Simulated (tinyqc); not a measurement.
Hall effect and magnetoresistance of several carrier groups with constant relaxation times. Inputs raised by 10 %, one at a time. Computed by tinyqc, a small Python program. Command: `OMP_NUM_THREADS=1 python tinyqc.py 3020603 3020604 out.jsonl hall2 sens`. One thread of a shared host (Intel(R) Xeon(R) Processor @ 2.30GHz), about 0.01 s of CPU time with the checks.

Group 1 has charge -e and group 2 charge +e; s_i is that sign. B lies along z; mu B is formed with mu in m^2/(V s).

Inputs (values chosen for the exercise, for a model conductor): density n1 = 2.6e+15 1/cm^3; mobility mu1 = 130000 cm^2/(V s); density n2 = 1.1e+16 1/cm^3; mobility mu2 = 2900 cm^2/(V s); magnetic field B = 7.3 T.

Carriers: electrons and holes. Densities: per volume.

Constants: e = 1.602176634e-19 C.

Method. sigma_xx = sum n_i e mu_i/(1 + mu_i^2 B^2); sigma_xy = sum s_i n_i e mu_i^2 B/(1 + mu_i^2 B^2). rho_xx = sigma_xx/(sigma_xx^2 + sigma_xy^2); Hall coefficient R_H = sigma_xy/(B (sigma_xx^2 + sigma_xy^2)), with B in V s/cm^2 (1 T = 1e-4 V s/cm^2); magnetoresistance MR = rho_xx(B)/rho_xx(0) - 1. Apparent density 1/(e |R_H|); Hall mobility |R_H|/rho_xx.

Runs; columns: (1) input moved; (2) from; (3) to; (4) magnetoresistance MR (%); (5) apparent density (1/cm^3); (6) Hall mobility (cm^2/(V s)); (7) sigma at B = 0 (S/cm):
```
(1)                            (2)       (3)     (4)         (5)     (6)     (7)
base run                         -         -  1851.6  9.2527e+15  2048.5  59.265
density n1 (1/cm^3)        2.6e+15  2.86e+15  2154.5  9.1178e+15  1963.9  64.680
mobility mu1 (cm^2/(V s))   130000    143000  2029.4  9.2494e+15  2049.7  64.680
density n2 (1/cm^3)        1.1e+16  1.21e+16  1600.5  1.0322e+16  2125.4  59.776
mobility mu2 (cm^2/(V s))     2900      3190  1697.3  9.0988e+15  2281.4  59.776
magnetic field B (T)           7.3      8.03  1859.6  9.0958e+15  2075.3  59.265
```

Exponents ln(y'/y) / ln(x'/x):
```
input             magnetoresistance MR  apparent density  Hall mobility  sigma at B = 0
density n1                       1.590            -0.154         -0.442           0.917
mobility mu1                     0.962            -0.004          0.006           0.917
density n2                      -1.529             1.148          0.387           0.090
mobility mu2                    -0.912            -0.176          1.130           0.090
magnetic field B                 0.046            -0.179          0.136           0.000
```

To which inputs is each result most sensitive?

Among the inputs moved here: magnetoresistance MR answers most in size to density n1 (exponent +1.590), next to density n2 (-1.529). Apparent density answers most in size to density n2 (exponent +1.148), next to magnetic field B (-0.179). Hall mobility answers most in size to mobility mu2 (exponent +1.130), next to density n1 (-0.442). sigma at B = 0 answers most in size to density n1 (exponent +0.917), and about equally to mobility mu1 (+0.917); its exponent is below 0.0005 for magnetic field B.
